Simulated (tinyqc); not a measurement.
Square on-chip spiral inductor, lumped pi model: one step of the calculation.

Outer diameter do = di + 2 n wd + 2 (n - 1) sp, mean da = (do + di)/2, fill p = (do - di)/(do + di), length l = 4 n da. L = 2.34 mu0 n^2 da/(1 + 2.75 p), mu0 = 4 pi 1e-7 H/m. Rs = rho l/(wd delta (1 - exp(-th/delta))), delta = sqrt(rho/(pi f mu0)). Cs = n wd^2 eps0 eo/hu across the coil. At each end Cox = l wd eps0 eo/(2 ho) leads to the substrate branch Rsi = 2 rs he/(l wd) in parallel with Csi = l wd eps0 11.7/(2 he). With one end grounded Y = 1/(Rs + i w L) + i w Cs + 1/[1/(i w Cox) + 1/(1/Rsi + i w Csi)], w = 2 pi f; Q = -Im Y/Re Y. Eddy currents in neighbouring turns and in the substrate are left out.

Problem. Admittance, quality factor and apparent inductance. Series branch 1/(Rs + i w L), substrate branch, total Y, Q = -Im Y/Re Y, apparent inductance Im(1/Y)/w, metal-only value w L/Rs, share of the loss in the substrate Re(substrate branch)/Re Y.

Parameters, values chosen for the exercise:
- f = 1.2 GHz (frequency)

L = 6.1445136 nH
Rs = 3.7285761 ohm
Cs = 44.923935 fF
Cox = 153.60356 fF
Rsi = 572.93765 ohm
Csi = 36.162398 fF

Give: series branch; substrate branch; Y; Q; apparent inductance; w L/Rs; share of the loss in the substrate.

Solution.

series branch = 1.73-21.45i mS
substrate branch = 0.4596+0.7814i mS
Y = 2.19-20.33i mS
Q = 9.300
apparent inductance = 6.451 nH
w L/Rs = 12.43
share of the loss in the substrate = 21.03 %

Q is 74.8 % of the metal-only value.

Program tinyqc, `OMP_NUM_THREADS=1 python tinyqc.py 2302182 2302183 out.jsonl`; Intel Xeon 2.30GHz, shared host, one thread, about 0.01 s.
